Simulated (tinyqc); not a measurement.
## Slope factor and drain-induced lowering from three currents

Problem. With source and body at 0 V, I = A exp((Vg + dd Vd)/(nf Vt)) (1 - exp(-Vd/Vt)). Find nf, the swing nf Vt ln 10 and dd.

Inputs (values chosen for the exercise): temperature T = 300 K.

Constants: q = 1.602176634e-19 C, kB = 1.380649e-23 J/K, Vt = kB T/q. Results are converted to the units shown.

currents at (Vg, Vd) = (0, 0.05), (0, 0.9) and (0.11, 0.9) V (nA/um): [5.8597923e-4, 0.0023150288, 0.054123396]

Solution. The pair at equal Vd gives nf; the pair at equal Vg, after dividing out the factors 1 - exp(-Vd/Vt), gives dd.

nf = 1.35
swing = 80.4 mV/decade
dd = 0.0500

Program tinyqc, `OMP_NUM_THREADS=1 python tinyqc.py 2242006 2242007 out.jsonl`; Intel Xeon 2.30GHz, shared host, one thread, about 0.03 s.
